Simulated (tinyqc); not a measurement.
# Scale length and length offset from two DIBL values

Question. DIBL = exp(-Le/(2 l)) + 2 exp(-Le/l) with Le = L - dL. Find l, dL and the drawn length for a DIBL of 100 mV/V.

DIBL at drawn lengths 64 and 120 nm (mV/V): [63.572778, 4.5157711]

Solution. With e = exp(-Le/(2 l)), 2 e^2 + e = DIBL gives e and so Le/l at each length; Le/l is a straight line in L with slope 1/l.

l = 11.0 nm
dL = 1.00 nm
length for 100 mV/V = 55.1 nm

tinyqc, about 0.01 s, one thread, Intel Xeon 2.30GHz (shared host): `OMP_NUM_THREADS=1 python tinyqc.py 2002072 2002073 out.jsonl`
